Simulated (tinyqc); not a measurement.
Length of a polyene: Hueckel, PPP and singles CI along the polyenes. Computed by the program tinyqc. Hueckel uses the same beta without repulsion; CIS keeps all single excitations and so misses the low, doubly excited 2Ag state. W is the valence ionisation energy of a centre, MN the Mataga-Nishimoto formula, f the oscillator strength.

All-trans chains of carbon centres 1.40 angstrom apart:
```
parameter                               value
beta (eV), times 1 +/- alternation  -2.380000
alternation                                 0
W (eV)                              11.160000
gamma_rr (eV)                       10.290000
repulsion formula                        Ohno
```

Gaps and excitations (eV):
```
centres  Hueckel gap  PPP orbital gap  bright singlet (CIS)      f  lowest triplet (CIS)
2              4.760           12.035                 6.268  0.537                 3.252
4              2.942            9.339                 4.823  1.047                 2.107
6              2.118            7.945                 3.962  1.501                 1.554
8              1.653            7.092                 3.393  1.908                 1.246
10             1.355            6.519                 2.990  2.271                 1.055
12             1.148            6.110                 2.691  2.596                 0.929
```

What does the comparison show, and why?

The Hueckel gap tends to 4 x alternation x |beta| = 0.00 eV for long chains (zero without alternation, falling as 1/N). Exchange opens the PPP orbital gap, and the attraction of electron and hole brings the bright state 3.42 eV below it at 12 centres; the triplet lies 1.76 eV lower still.
